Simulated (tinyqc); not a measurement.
## Coupling ratio and rate constant from the late transient

Problem. Long after the knee a floating-gate cell follows U = Vg - (tox/ag) B/ln(K t). Find K and ag.

Inputs (values chosen for the exercise): tunnel oxide thickness tox = 7.4 nm; control-gate voltage Vg = 11.9 V.

U at t = 0.0006 and 0.06 s (V): [1.9708599, 3.4798609]
B = 24.135337 V/nm

Solution. 1/(Vg - U) is linear in ln t; the ratio of the two values gives ln(K t_a), and either value gives ag.

K = 2.408e14 1/s
ag = 0.7000

Numbers from tinyqc (`OMP_NUM_THREADS=1 python tinyqc.py 2130047 2130048 out.jsonl`; about 0.01 s on one thread of a shared Intel Xeon 2.30GHz).
